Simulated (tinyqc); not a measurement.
# Which input was changed?

Model: configuration-coordinate model of a defect: Huang-Rhys factor and luminescence line shape. Computed by tinyqc, a small Python program. Command: `OMP_NUM_THREADS=1 python tinyqc.py 3018777 3018778 out.jsonl ccline which`. One thread of a shared host (Intel(R) Xeon(R) Processor @ 2.30GHz), about 0.2 s of CPU time with the checks.

Ground state E_g(Q) = (1/2) omega_g^2 Q^2; excited state E_e(Q) = E_0 + (1/2) omega_e^2 (Q - dQ)^2 with omega_e = omega_g and E_0 = E_ZPL. Q is mass-weighted; the dipole does not depend on Q (Condon approximation).

Inputs (values chosen for the exercise, for a model defect):
```
quantity                          value              unit
zero-phonon energy E_ZPL          0.791                eV
displacement dQ                   0.646  u^(1/2) angstrom
ground-state phonon hbar omega_g   33.5               meV
temperature T                        50                 K
refractive index n_r               3.14                 -
transition dipole mu               0.65        e angstrom
quenching prefactor nu_0          3e+12               1/s
```

Modes: equal frequencies in both states.

Constants: hbar^2/u = 4.18015928e-03 eV angstrom^2; k_B = 8.617333262e-05 eV/K; hbar = 6.582119569e-16 eV s; e = 1.602176634e-19 C; eps_0 = 8.8541878128e-12 F/m; hbar = 1.054571817e-34 J s; c = 299792458 m/s.

Method:
- S = hbar omega dQ^2/(2 hbar^2/u) for each state; relaxation energy S hbar omega; absorption at E_0 + S_e hbar omega_e, emission at E_0 - S_g hbar omega_g; the Stokes shift is their difference.
- Overlaps <m_e|n_g> of harmonic-oscillator functions (Hermite recursion, positive leading coefficients) by a sum over an even grid (700 points from x = -9 to 9 + d for the small table, 1500 points from -16 to 16 + d for the thermal sums), with x = Q sqrt(omega_g/hbar), d = sqrt(2 S_g) and frequency ratio omega_e/omega_g.
- Initial levels m = 0..24 carry Boltzmann weights exp(-m hbar omega_e/k_B T), normalised; final levels n = 0..79; a line lies at E_ZPL + m hbar omega_e - n hbar omega_g with weight w_m <m|n>^2. Moments are taken over these weights without the E^3 factor; FWHM = 2 sqrt(2 ln 2) x standard deviation; the zero-phonon weight is the sum of w_m <m|m>^2.
- The curves cross at the root Q_c nearest dQ; the barrier is (1/2) omega_e^2 (Q_c - dQ)^2, with (1/2) omega^2 = (hbar omega)^2/(2 hbar^2/u). k_r = n_r omega^3 mu^2/(3 pi eps_0 hbar c^3) at the vertical emission energy, without local-field correction; k_nr = nu_0 exp(-barrier/k_B T) (Mott-Seitz); yield = k_r/(k_r + k_nr); T_1/2 = barrier/(k_B ln(nu_0/k_r)).

Task: One of these inputs alone was changed, within the range given: displacement dQ (0.323 to 1.292); ground-state phonon hbar omega_g (16.75 to 67); zero-phonon energy E_ZPL (0.3955 to 1.582); transition dipole mu (0.325 to 1.3). Which one, and to what value?

Results:
```
run     quenching temperature T_1/2 (K)  Stokes shift (eV)  zero-phonon weight
before                         1967.221          0.1120371           0.1877910
after                          1257.100          0.1120371           0.1877910
```

Result:

Each candidate set to reproduce quenching temperature T_1/2, and what it then gives:
```
candidate                                range searched  value needed  Stokes shift (eV)  zero-phonon weight
displacement dQ (u^(1/2) angstrom)       0.323 to 1.292        0.7776            0.16234             0.08870
ground-state phonon hbar omega_g (meV)      16.75 to 67         40.33            0.16234             0.13360
zero-phonon energy E_ZPL (eV)           0.3955 to 1.582        0.6560            0.11204             0.18779
transition dipole mu (e angstrom)          0.325 to 1.3  out of reach                  -                   -
```

Only zero-phonon energy E_ZPL fits every result: it went from 0.791 to 0.656 eV. The next best candidate, ground-state phonon hbar omega_g, misses one result by 45 %.

Caution: for small S the spectrum is a set of resolved lines, and a Gaussian width has little meaning. Caution: the curves cross far outside the range of the harmonic model, so the barrier and T_1/2 have no quantitative meaning.
